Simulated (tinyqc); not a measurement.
Atomic layer deposition: Langmuir saturation, growth per cycle and coating of deep features: one step, computed by the program tinyqc.

Precursor A sticks only on free sites, so a long enough pulse saturates; co-reactant B then frees the sites again.

Question. Flux and saturation time. Wall flux F = p/sqrt(2 pi M k_B T); rate of filling k_a = beta F/q; desorption k_d = 1e13 exp(-E_d/(k_B T)) per second. 1/m^2 = 1e-18/nm^2. Temperatures in kelvin are T(C) + 273.15.

Inputs (values chosen for the exercise, modelled on silicon dioxide from an aminosilane and ozone):
```
quantity                                  value    unit
precursor mass M                            174       u
site density q                              2.6  1/nm^2
sticking probability beta on free sites  0.0022       -
precursor pressure p                         21      Pa
temperature T                               250       C
desorption energy E_d                      1.96      eV
```

Constants: u = 1.6605390666e-27 kg; k_B = 1.380649e-23 J/K; k_B = 8.617333262e-05 eV/K.

Give: flux F; k_a; k_d; time to 99 % without desorption, ln(100)/k_a.

Answer.

flux F = 1.834e+05 1/(nm^2 s)

k_a = 155.2 1/s

k_d = 1.313e-06 1/s

time to 99 % without desorption, ln(100)/k_a = 0.02968 s
